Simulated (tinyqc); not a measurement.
Inside a calculation. Method: sp3 tight binding, zinc-blende lattice. One step of it, computed by the program tinyqc.

Problem. Bloch Hamiltonian at k. Slater-Koster rules over the four bonds with direction cosines (l, m, n): ss V_ss; s-px l V_sp; px-s -l V_sp; px-px l^2 V_pps + (1 - l^2) V_ppp; px-py l m (V_pps - V_ppp); each times exp(i k.d).

Parameters chosen for this model: zinc-blende lattice, anion at 0, cation at a/4 (1,1,1); V = eta hbar^2 / (m d^2), hbar^2/m = 7.619964 eV angstrom^2:
```
parameter          value      unit
a               4.610000  angstrom
d               1.996189  angstrom
Es anion      -17.780000        eV
Ep anion       -8.510000        eV
Es cation      -8.720000        eV
Ep cation      -3.790000        eV
eta ss         -1.380000
eta sp          1.700000
eta pp sigma    2.250000
eta pp pi      -0.840000
V ss           -2.638936        eV
V sp            3.250863        eV
V pp sigma      4.302613        eV
V pp pi        -1.606309        eV
```

k point k (2 pi / a): -0.380000  -0.150000  0.700000

Give: H(k) at k.

Solution.

H(k) at k (eV):
```
                  a s             a px             a py            a pz
a s          -17.7800           0.0000           0.0000          0.0000
a px           0.0000          -8.5100           0.0000          0.0000
a py           0.0000           0.0000          -8.5100          0.0000
a pz           0.0000           0.0000           0.0000         -8.5100
c s   -3.8540-1.2341i  -1.2916-1.8628i  -3.6560-0.6581i  0.4472+5.3797i
c px   1.2916+1.8628i   0.5306+0.1699i  -0.4693-5.6456i  3.8367+0.6906i
c py   3.6560+0.6581i  -0.4693-5.6456i   0.5306+0.1699i  1.3554+1.9549i
c pz  -0.4472-5.3797i   3.8367+0.6906i   1.3554+1.9549i  0.5306+0.1699i

                  c s             c px             c py             c pz
a s   -3.8540+1.2341i   1.2916-1.8628i   3.6560-0.6581i  -0.4472+5.3797i
a px  -1.2916+1.8628i   0.5306-0.1699i  -0.4693+5.6456i   3.8367-0.6906i
a py  -3.6560+0.6581i  -0.4693+5.6456i   0.5306-0.1699i   1.3554-1.9549i
a pz   0.4472-5.3797i   3.8367-0.6906i   1.3554-1.9549i   0.5306-0.1699i
c s           -8.7200           0.0000           0.0000           0.0000
c px           0.0000          -3.7900           0.0000           0.0000
c py           0.0000           0.0000          -3.7900           0.0000
c pz           0.0000           0.0000           0.0000          -3.7900
```
